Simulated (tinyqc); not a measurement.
What moves the results: deformation-potential model of the L valleys of a conduction band. A value that a table varies takes the place of the one given here.

Valleys with axes along [111], [1-1-1], [-11-1] and [-1-11], one whole valley each. Herring-Vogt shift of a valley with unit axis a: dE = Xd tr(e) + Xu a.e.a. Non-degenerate shares n_i = exp(-dE_i/kT)/sum_j exp(-dE_j/kT). Inverse mass tensor of a valley: (1 - a a)/mt + a a/ml; the masses are taken as independent of strain.

s11 = (C11 + C12)/((C11 - C12)(C11 + 2 C12)), s12 = -C12/((C11 - C12)(C11 + 2 C12)), s44 = 1/C44; exx = s11 sxx + s12 (syy + szz) and cyclic, exy = s44 sxy/2; tension is positive. A uniaxial stress X along the unit vector n is s_ij = X n_i n_j.

Constants: kB = 8.617333262e-05 eV/K.

Values chosen for the exercise (near those of Ge; shifted at random, so the results belong to these values and not to a real crystal):

| symbol | value | unit | meaning |
|---|---|---|---|
| ml | 1.56 | m0 | longitudinal mass |
| mt | 0.079 | m0 | transverse mass |
| Xd | -5.99 | eV | dilation potential |
| Xu | 15.28 | eV | uniaxial potential |
| C11 | 133.8 | GPa |  |
| C12 | 45.6 | GPa |  |
| C44 | 67.3 | GPa |  |
| load | uniaxial [111] |  | kind of stress |
| T | 350 | K | temperature |
| X1 | 1.4 | GPa | size of the stress |
| X | 1.57 | GPa | stress |

## Sweep of a uniaxial [111] stress

m_c = 1/(u.M.u) along [1-10] with M = sum_i n_i (inverse mass tensor); gain against zero stress at a fixed scattering time.

Results:

| X (GPa) | spread (meV) | lowest edge (meV) | n [111] | n [1-1-1] | n [-11-1] | n [-1-11] | m_c (m0) | gain (%) |
|---|---|---|---|---|---|---|---|---|
| -1.00 | 100.9 | -71.7 | 0.904 | 0.032 | 0.032 | 0.032 | 0.0823 | 40.4 |
| -0.50 | 50.5 | -35.8 | 0.640 | 0.120 | 0.120 | 0.120 | 0.0932 | 24.1 |
| -0.20 | 20.2 | -14.3 | 0.394 | 0.202 | 0.202 | 0.202 | 0.1061 | 8.9 |
| 0.00 | 0.0 | 0.0 | 0.250 | 0.250 | 0.250 | 0.250 | 0.1156 | 0.0 |
| 0.20 | 20.2 | -5.8 | 0.146 | 0.285 | 0.285 | 0.285 | 0.1235 | -6.4 |
| 0.50 | 50.5 | -14.6 | 0.059 | 0.314 | 0.314 | 0.314 | 0.1310 | -11.8 |
| 1.00 | 100.9 | -29.2 | 0.012 | 0.329 | 0.329 | 0.329 | 0.1355 | -14.7 |

How do the results move?

Along [1-10] the gain is +40.4 % at -1.00 GPa and -14.7 % at 1.00 GPa. The slope at zero stress (from +/- 0.001 GPa), -38.7 % per GPa, carried to the ends would give +39 and -39 %; the response is lopsided, at one end still at or above the line; it saturates once the spread passes a few kT (kT = 30.2 meV, spread up to 101 meV).

## Gain for each load and current direction

Each load has the size X1. Gain m_c(0)/m_c - 1 in per cent from repopulation alone, m_c = 1/(u.M.u), M = sum_i n_i (inverse mass tensor); biaxial means sxx = syy.

Gain (%); + is tension, - compression:

| load | [100] | [010] | [001] | [110] | [1-10] | [111] |
|---|---|---|---|---|---|---|
| uniaxial [110] (+) | 0.0 | 0.0 | 0.0 | 43.6 | -43.6 | 29.1 |
| uniaxial [110] (-) | 0.0 | 0.0 | 0.0 | -43.6 | 43.6 | -29.1 |
| uniaxial [100] (+) | 0.0 | 0.0 | 0.0 | 0.0 | 0.0 | 0.0 |
| uniaxial [100] (-) | 0.0 | 0.0 | 0.0 | 0.0 | 0.0 | 0.0 |
| uniaxial [111] (+) | 0.0 | 0.0 | 0.0 | 15.2 | -15.2 | 30.5 |
| uniaxial [111] (-) | 0.0 | 0.0 | 0.0 | -44.6 | 44.6 | -89.3 |
| biaxial (001) (+) | 0.0 | 0.0 | 0.0 | 0.0 | 0.0 | 0.0 |
| biaxial (001) (-) | 0.0 | 0.0 | 0.0 | 0.0 | 0.0 | 0.0 |

What does this show, and why?

The largest gain is +44.6 %, for uniaxial [111] (-) with the current along [1-10]; for a [110] channel it is +43.6 %, under uniaxial [110] (+). No gain or loss appears under biaxial (001) and uniaxial [100]: the valleys stay equivalent.

## Temperature and repopulation

The load is fixed; m_c along [1-10] as 1/(u.M.u).

Results:

| T (K) | kT (meV) | n [111] | n [1-1-1] | n [-11-1] | n [-1-11] | m_c (m0) |
|---|---|---|---|---|---|---|
| 50 | 4.31 | 0.000 | 0.333 | 0.333 | 0.333 | 0.1367 |
| 77 | 6.64 | 0.000 | 0.333 | 0.333 | 0.333 | 0.1367 |
| 150 | 12.93 | 0.000 | 0.333 | 0.333 | 0.333 | 0.1367 |
| 225 | 19.39 | 0.000 | 0.333 | 0.333 | 0.333 | 0.1367 |
| 300 | 25.85 | 0.001 | 0.333 | 0.333 | 0.333 | 0.1366 |
| 400 | 34.47 | 0.003 | 0.332 | 0.332 | 0.332 | 0.1363 |
| 500 | 43.09 | 0.008 | 0.331 | 0.331 | 0.331 | 0.1358 |

How do the results move?

The largest share falls from 0.333 at 50 K to 0.331 at 500 K (equal shares: 0.250); m_c goes from 0.1367 to 0.1358, against 0.1156 without stress. Only spread/kT enters, so the small-stress response goes as 1/T.

## What each parameter does

Spread of the valley edges, lowest edge, largest share and m_c along [1-10]. Each row changes one parameter from the base and keeps the others.

Results:

| case | spread (meV) | lowest edge (meV) | largest share | m_c (m0) |
|---|---|---|---|---|
| base | 158.43 | -45.86 | 0.3328 | 0.1365 |
| ml = 1.248 m0 | 158.43 | -45.86 | 0.3328 | 0.1352 |
| mt = 0.063 m0 | 158.43 | -45.86 | 0.3328 | 0.1097 |
| Xd = -7.188 eV | 158.43 | -54.22 | 0.3328 | 0.1365 |
| Xu = 18.336 eV | 190.11 | -46.68 | 0.3331 | 0.1366 |
| C11 = 107.04 GPa | 158.43 | -46.71 | 0.3328 | 0.1365 |
| C12 = 36.48 GPa | 158.43 | -46.42 | 0.3328 | 0.1365 |
| C44 = 53.84 GPa | 198.03 | -55.76 | 0.3332 | 0.1366 |
| X = 1.884 GPa | 190.11 | -55.04 | 0.3331 | 0.1366 |
| T = 420 K | 158.43 | -45.86 | 0.3319 | 0.1362 |

What does this show?

The largest shifts from the base row, up to three for each result and ties (the steps differ in size, so this ranks the rows, not the parameters). spread (meV): C44 +39.61, Xu +31.69, X +31.69; unchanged at the printed digits by ml, mt, Xd, C11, C12 and T. lowest edge (meV): C44 -9.90, X -9.17, Xd -8.36; unchanged at the printed digits by ml, mt and T. largest share: T -0.0008, C44 +0.0004, Xu +0.0004, X +0.0004; unchanged at the printed digits by ml, mt, Xd, C11 and C12. m_c (m0): mt -0.0268, ml -0.0013, T -0.0002; unchanged at the printed digits by Xd, C11 and C12. Xd moves all valleys together, so it shifts the edge and nothing else.

Run: tinyqc, `OMP_NUM_THREADS=1 python tinyqc.py 1080311 1080312 out.jsonl`; Intel(R) Xeon(R) Processor @ 2.30GHz, one thread, shared host; about 0.03 s of CPU time with all checks.
